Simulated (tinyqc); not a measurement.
Inside a calculation: phonon-assisted absorption at an indirect gap. Values are carried at full precision from step to step, so a last printed digit may differ when a step is redone from the rounded ones.

alpha(E) = sum_j A_j [N_j (E - Eg + w_j)^2 + (N_j + 1)(E - Eg - w_j)^2], each bracket counted only where its base is positive; N_j = 1/(exp(w_j/kB T) - 1). The first term absorbs a phonon and the second emits one; excitons and direct transitions are left out.

Constants: kB = 8.617333262e-05 eV/K.

Inputs chosen for the exercise (loosely those of Si at room temperature; Eg is not tied to T; not measured data): Eg = 1.102 eV (indirect gap, held fixed unless listed); w = (58.6, 17.8) meV (two zone-edge phonons); A = (3100, 600) 1/(cm eV^2) (their strengths); T = 77 K; E = 1.542 eV (photon energy); nr = 3.67 (refractive index); d = 0.61 micrometre (thickness); xj = 0.74 micrometre (dead layer at the surface); W = 14 micrometre (depleted width); L = 40 micrometre (minority diffusion length below it).

## The four branches at one energy

Evaluate the occupations and each term.

N_j: [0.0001461, 0.07340]

terms with phonon absorption (1/cm): [0.1126, 9.231]

terms with phonon emission (1/cm): [451.0, 114.8]

alpha = 575.2 1/cm
wavelength hc/E (hc = 1239.841984 eV nm) = 804.0 nm

Phonon absorption supplies 1.6 % of alpha; the depth 1/alpha is 17.4 micrometre.

## What a slab does with it

Slab of thickness d in air, incoherent passes: R = ((nr - 1)/(nr + 1))^2, x = exp(-alpha d); transmitted Tr = (1 - R)^2 x/(1 - R^2 x^2), reflected Rt = R + (1 - R)^2 R x^2/(1 - R^2 x^2), absorbed Ab = (1 - R)(1 - x)/(1 - R x).

d in cm is 1e-4 times the value in micrometres.

R = 0.3269
x = 0.9655
Tr = 0.4859
Rt = 0.4802
Ab = 0.0339

A single pass would absorb (1 - R)(1 - x) = 0.0232; the back face adds 0.0107.

## Quantum efficiency of a diode

Photodiode (Gaertner form with a dead layer): QE = (1 - R) exp(-alpha xj) [1 - exp(-alpha W)/(1 + alpha L)], R = ((nr - 1)/(nr + 1))^2; responsivity = QE/E in A/W for E in eV.

Evaluate the factors; 1 micrometre = 1e-4 cm.

passes the dead layer = 0.9583
collected share = 0.8646
QE = 0.5577
responsivity = 0.3617 A/W

Without diffusion from below the collected share would be 0.5530.

## Checks

- Tr + Rt + Ab against 1: both 1.000000.

Computed by tinyqc, a small Python program: `OMP_NUM_THREADS=1 python tinyqc.py 1651153 1651154 out.jsonl` (the numbers bound the seed that draws the inputs); one thread of a shared host (Intel(R) Xeon(R) Processor @ 2.30GHz), about 0.01 s for the whole set of steps.
